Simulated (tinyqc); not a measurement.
Worked calculation: UKS/LDA (VWN5) in the sto-6g basis, for Be+, spin multiplicity 2. One step of it, computed by the program tinyqc.

Task: Iteration 2: diagonalisation and new density. Diagonalise F' = X^T F X, C = X C', fill 2 alpha and 1 beta electrons from the bottom; D(s) = C_occ C_occ^T; the new density keeps 0.5 of the old one (damping). Each column has its largest component positive (the first on a tie).

F(alpha) (hartree):
```
            1Be 1s     1Be 2s    1Be 2px    1Be 2py    1Be 2pz
1Be 1s   -5.657967  -1.385196   0.000000   0.000000   0.000000
1Be 2s   -1.385196  -0.992476   0.000000   0.000000   0.000000
1Be 2px   0.000000   0.000000  -0.543967   0.000000   0.000000
1Be 2py   0.000000   0.000000   0.000000  -0.562995   0.000000
1Be 2pz   0.000000   0.000000   0.000000   0.000000  -0.546723
```

F(beta) (hartree):
```
            1Be 1s     1Be 2s    1Be 2px    1Be 2py    1Be 2pz
1Be 1s   -5.639519  -1.374280   0.000000   0.000000   0.000000
1Be 2s   -1.374280  -0.933306   0.000000   0.000000   0.000000
1Be 2px   0.000000   0.000000  -0.488241   0.000000   0.000000
1Be 2py   0.000000   0.000000   0.000000  -0.479228   0.000000
1Be 2pz   0.000000   0.000000   0.000000   0.000000  -0.508712
```

X:
```
            1Be 1s     1Be 2s   1Be 2px   1Be 2py   1Be 2pz
1Be 1s    1.025557  -0.132829  0.000000  0.000000  0.000000
1Be 2s   -0.132829   1.025557  0.000000  0.000000  0.000000
1Be 2px   0.000000   0.000000  1.000000  0.000000  0.000000
1Be 2py   0.000000   0.000000  0.000000  1.000000  0.000000
1Be 2pz   0.000000   0.000000  0.000000  0.000000  1.000000
```

D(alpha) after iteration 1:
```
            1Be 1s     1Be 2s   1Be 2px   1Be 2py   1Be 2pz
1Be 1s    0.534705  -0.136224  0.000000  0.000000  0.000000
1Be 2s   -0.136224   0.534705  0.000000  0.000000  0.000000
1Be 2px   0.000000   0.000000  0.000000  0.000000  0.000000
1Be 2py   0.000000   0.000000  0.000000  0.500000  0.000000
1Be 2pz   0.000000   0.000000  0.000000  0.000000  0.500000
```

D(beta) after iteration 1:
```
            1Be 1s     1Be 2s   1Be 2px   1Be 2py   1Be 2pz
1Be 1s    0.506270  -0.012956  0.000000  0.000000  0.000000
1Be 2s   -0.012956   0.000332  0.000000  0.000000  0.000000
1Be 2px   0.000000   0.000000  0.000000  0.000000  0.000000
1Be 2py   0.000000   0.000000  0.000000  0.000000  0.000000
1Be 2pz   0.000000   0.000000  0.000000  0.000000  0.500000
```

overlap S:
```
           1Be 1s    1Be 2s   1Be 2px   1Be 2py   1Be 2pz
1Be 1s   1.000000  0.254764  0.000000  0.000000  0.000000
1Be 2s   0.254764  1.000000  0.000000  0.000000  0.000000
1Be 2px  0.000000  0.000000  1.000000  0.000000  0.000000
1Be 2py  0.000000  0.000000  0.000000  1.000000  0.000000
1Be 2pz  0.000000  0.000000  0.000000  0.000000  1.000000
```

Give: F' = X^T F X; orbital energies; coefficients C; F' = X^T F X; orbital energies; coefficients C; D(alpha) after iteration 2; D(beta) after iteration 2.

Result:

F' = X^T F X (alpha) (hartree):
```
        1       2       3       4       5
1  -5.591  -0.575   0.000   0.000   0.000
2  -0.575  -0.766   0.000   0.000   0.000
3   0.000   0.000  -0.544   0.000   0.000
4   0.000   0.000   0.000  -0.563   0.000
5   0.000   0.000   0.000   0.000  -0.547
```

orbital energies (alpha) (hartree): MO1 -5.659, MO2 -0.699, MO3 -0.563, MO4 -0.547, MO5 -0.544

coefficients C (alpha):
```
            MO1     MO2    MO3    MO4    MO5
1Be 1s    1.003  -0.252  0.000  0.000  0.000
1Be 2s   -0.012   1.034  0.000  0.000  0.000
1Be 2px   0.000   0.000  0.000  0.000  1.000
1Be 2py   0.000   0.000  1.000  0.000  0.000
1Be 2pz   0.000   0.000  0.000  1.000  0.000
```

F' = X^T F X (beta) (hartree):
```
        1       2       3       4       5
1  -5.574  -0.574   0.000   0.000   0.000
2  -0.574  -0.707   0.000   0.000   0.000
3   0.000   0.000  -0.488   0.000   0.000
4   0.000   0.000   0.000  -0.479   0.000
5   0.000   0.000   0.000   0.000  -0.509
```

orbital energies (beta) (hartree): MO1 -5.640, MO2 -0.640, MO3 -0.509, MO4 -0.488, MO5 -0.479

coefficients C (beta):
```
            MO1     MO2    MO3    MO4    MO5
1Be 1s    1.003  -0.251  0.000  0.000  0.000
1Be 2s   -0.013   1.034  0.000  0.000  0.000
1Be 2px   0.000   0.000  0.000  1.000  0.000
1Be 2py   0.000   0.000  0.000  0.000  1.000
1Be 2pz   0.000   0.000  1.000  0.000  0.000
```

D(alpha) after iteration 2:
```
         1Be 1s  1Be 2s  1Be 2px  1Be 2py  1Be 2pz
1Be 1s    0.802  -0.204    0.000    0.000    0.000
1Be 2s   -0.204   0.802    0.000    0.000    0.000
1Be 2px   0.000   0.000    0.000    0.000    0.000
1Be 2py   0.000   0.000    0.000    0.250    0.000
1Be 2pz   0.000   0.000    0.000    0.000    0.250
```

D(beta) after iteration 2:
```
         1Be 1s  1Be 2s  1Be 2px  1Be 2py  1Be 2pz
1Be 1s    0.756  -0.013    0.000    0.000    0.000
1Be 2s   -0.013   0.000    0.000    0.000    0.000
1Be 2px   0.000   0.000    0.000    0.000    0.000
1Be 2py   0.000   0.000    0.000    0.000    0.000
1Be 2pz   0.000   0.000    0.000    0.000    0.250
```
